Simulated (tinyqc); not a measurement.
Regular and subregular solution with a miscibility gap: one step, computed by the program tinyqc.

Per mole of mixing sites: G(x) = x (1 - x) [L0 + L1 (1 - 2x)] + R T [x ln x + (1 - x) ln(1 - x)], x the fraction of B.

Problem. Lever rule at x0. Inside the gap the B-rich phase has the fraction f = (x0 - x1)/(x2 - x1), and the gain is (1 - f) G(x1) + f G(x2) - G(x0); outside it one phase remains.

Inputs (values chosen for the exercise, for a model alloy): asymmetry L1 = 1.3 kJ/mol; temperature T = 399 K; overall fraction x0 = 0.67.

solubility limit x1 = 0.04576048

solubility limit x2 = 0.8912160

L0 = 9.84 kJ/mol

Constants: R = 8.314462618 J/(mol K).

Give: fraction f of the B-rich phase; free energy of decomposition.

Solution.

fraction f of the B-rich phase = 0.73835

free energy of decomposition = -220.38 J/mol
